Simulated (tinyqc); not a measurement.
FCI on RHF in the sto-6g basis, for H2, spin multiplicity 1, step by step. One step of it, computed by the program tinyqc.

Task: Iteration 2 (converged): orbitals. Diagonalise F' = X^T F X, C = X C', fill 1 alpha and 1 beta electrons from the bottom; D = 2 C_occ C_occ^T. Each column has its largest component positive (the first on a tie).

converged F (hartree):
```
           1H 1s      2H 1s
1H 1s  -0.371236  -0.598346
2H 1s  -0.598346  -0.371236
```

X:
```
           1H 1s      2H 1s
1H 1s   1.246759  -0.470852
2H 1s  -0.470852   1.246759
```

Give: F' = X^T F X; orbital energies; coefficients C; D after iteration 2.

Result:

F' = X^T F X (hartree):
```
         1        2
1   0.0431  -0.6269
2  -0.6269   0.0431
```

orbital energies (hartree): MO1 -0.5837, MO2 0.6700

coefficients C:
```
          MO1      MO2
1H 1s  0.5486   1.2145
2H 1s  0.5486  -1.2145
```

D after iteration 2:
```
        1H 1s   2H 1s
1H 1s  0.6020  0.6020
2H 1s  0.6020  0.6020
```
